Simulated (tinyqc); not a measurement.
Binding against well width: donor or exciton in a quantum well (variational effective-mass method). Computed by tinyqc, a small Python program. Command: `OMP_NUM_THREADS=1 python tinyqc.py 3022783 3022784 out.jsonl welldonor walk`. One thread of a shared host (Intel(R) Xeon(R) Processor @ 2.30GHz), about 0.04 s of CPU time with the checks.

Electron and hole in their lowest subbands f(z) = cos(pi z/L); relative in-plane motion exp(-rho/lambda) (separable trial function), H = -nabla_rho^2 - 2/sqrt(rho^2 + (z_e - z_h)^2) in effective units. Mass and screening are the same in well and barrier; l = L/a* is the width in effective units. Bands are flat: no polarisation or applied field.

Inputs (values chosen for the exercise, modelled on InAs):

| quantity | value | unit |
|---|---|---|
| electron mass m | 0.0251 | m_0 |
| dielectric constant eps | 15.4 | - |
| well width L | 39 | nm |
| in-plane hole mass m_h | 0.139 | m_0 |

Centre: exciton. Barriers: infinite.

Constants: Ry = 13.605693123 eV; a_0 = 0.529177210903 angstrom; hbar^2/(2 m_0) = 3.80998212 eV angstrom^2.

Method:
- mu = m m_h/(m + m_h) takes the place of m; Ry* = Ry m/eps^2, a* = a_0 eps/m; l = L/a*.
- k = pi/l; f = cos(k z) inside and zero outside.
- Binding E_b(lambda) = -1/lambda^2 + (8/lambda^2) int_0^l P(z) g(z) dz, with P(z) = (2/l) [(1 - z/l)(1 + cos(2 pi z/l)/2) + (3/(4 pi)) sin(2 pi z/l)] the distribution of |z_e - z_h| and g(z) = int_z^infinity exp(-2 sqrt(r^2 - z^2)/lambda) dr = int_0^infinity exp(-2 rho/lambda) rho/sqrt(rho^2 + z^2) d rho; 40 Gauss-Legendre points in z and 40 in t with rho = lambda t/(1 - t).
- Each row maximises over lambda (golden section, 0.3 to 4).

a* = 38.3303 nm

Ry* = 1.21972 meV

Against width:

| L (nm) | lambda (a*) | binding (Ry*) | binding (meV) |
|---|---|---|---|
| 3.1 | 0.5547 | 3.5855 | 4.3733 |
| 5.8 | 0.5928 | 3.3297 | 4.0613 |
| 12.0 | 0.6648 | 2.9147 | 3.5551 |
| 21.0 | 0.7489 | 2.5228 | 3.0771 |
| 39.0 | 0.8822 | 2.0522 | 2.5031 |
| 70.0 | 1.0598 | 1.6133 | 1.9678 |
| 120.0 | 1.2826 | 1.2453 | 1.5189 |

The binding is largest in the narrowest well, 3.586 Ry* at 3.1 nm, on the way to 4. In the widest well it is 1.245 Ry*. In the narrow rows the confinement energy passes real barrier heights: infinite walls and a parabolic band fail, and with real barriers the binding peaks and falls.

Extremes, crossings and ranges named in words are read from the listed rows.
